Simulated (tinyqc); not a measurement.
## Gain factor and gap resistance from two string resistances

Question. At small bit-line voltage each of the 48 cells has the resistance 1/(K x) at overdrive x (no mobility reduction) in series with a gap resistance Rg. Find K, Rg and the share of the gaps at the higher overdrive.

resistance of a string of 48 equal cells at overdrives of 3.8 and 8.3 V (kohm): 3544.6507  2299.4786

Answer. The resistance per cell is a straight line in 1/x with slope 1/K and intercept Rg.

K = 5.500 uA/V^2
Rg = 26.00 kohm
share of the gaps = 54.27 %

Program tinyqc, `OMP_NUM_THREADS=1 python tinyqc.py 2142079 2142080 out.jsonl`; Intel Xeon 2.30GHz, shared host, one thread, about 0.5 s.
